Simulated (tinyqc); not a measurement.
# Bandgap voltage reference from two bipolar transistors: output against temperature

Two transistors of area 1 and N carry the same current I. Is(T) = Is (T/T0)^eta exp[(Vg0 q/kB)(1/T0 - 1/T)], VBE1 = Vt ln(I/Is(T)) + I rb, VBE2 = Vt ln(I/(N Is(T))) + I rb/N. The amplifier forces I R1(T) = VBE1 - VBE2 + Vos, with R(T) = R (1 + tc (T - T0)) for both resistors, and the output is Vref = VBE1 + I R2(T). Base currents and the Early effect are neglected.

Vt = kB T/q; I = (Vt ln N + Vos)/(R1(T) - rb (1 - 1/N)).

Parameters, values chosen for the exercise; values of the order met in silicon bipolar transistors:
```
symbol    value   unit                                                   meaning
T0          323      K                                     reference temperature
Vg0       1.185      V                      band-gap voltage extrapolated to 0 K
eta         3.3                   temperature exponent of the saturation current
Is      9.3e-17      A           saturation current of the unit transistor at T0
N             8                              area ratio of the second transistor
R1          6.9   kohm  resistor across which the difference of VBE falls, at T0
tc         1100  ppm/K                 temperature coefficient of both resistors
Vos        -2.1     mV                                   offset of the amplifier
rb           47    ohm                  series resistance of the unit transistor
R2        62.77   kohm                                     output resistor at T0
```

Constants: q = 1.602176634e-19 C, kB = 1.380649e-23 J/K. Results are converted to the units shown.

Result of one run:
```
T (K)  I (uA)  VBE1 (V)  I R2 (V)  Vref (V)  Vref - Vref(T0) (mV)  dVref/dT (uV/K)
373     8.944    0.6146    0.5923     1.207                -5.244           -122.9
```

What becomes of these results when the temperature T is changed from 373 to 233 K, all else the same?

Result of the changed run:
```
T (K)  I (uA)  VBE1 (V)  I R2 (V)  Vref (V)  Vref - Vref(T0) (mV)  dVref/dT (uV/K)
233     6.421    0.8532    0.3631     1.216                 4.252           -4.427
```

The whole series:
```
T (K)  I (uA)  VBE1 (V)  I R2 (V)  Vref (V)  Vref - Vref(T0) (mV)  dVref/dT (uV/K)
218     6.098    0.8778    0.3385     1.216                 4.197            11.87
233     6.421    0.8532    0.3631     1.216                 4.252           -4.427
253     6.833    0.8202    0.3959     1.216                 3.957           -24.76
273     7.226    0.7868    0.4286     1.215                 3.271           -43.69
298     7.692    0.7445    0.4696     1.214                 1.900           -65.68
323     8.132    0.7016    0.5105     1.212                     0           -86.07
348     8.549    0.6583    0.5514     1.210                -2.392           -105.1
373     8.944    0.6146    0.5923     1.207                -5.244           -122.9
398     9.318    0.5704    0.6332     1.204                -8.528           -139.6
423     9.674    0.5258    0.6741     1.200                -12.22           -155.5
```

VBE1 falls by 1.72 mV/K on average and I R2 rises by 1.64 mV/K. The slope of Vref vanishes at T = 229 K. Between 233 and 398 K Vref spans 12.8 mV, or 63.9 ppm/K by the box method (span over the average over T, over 165 K).

Program tinyqc, `OMP_NUM_THREADS=1 python tinyqc.py 2062167 2062168 out.jsonl`; Intel Xeon 2.30GHz, shared host, one thread, about 0.01 s.
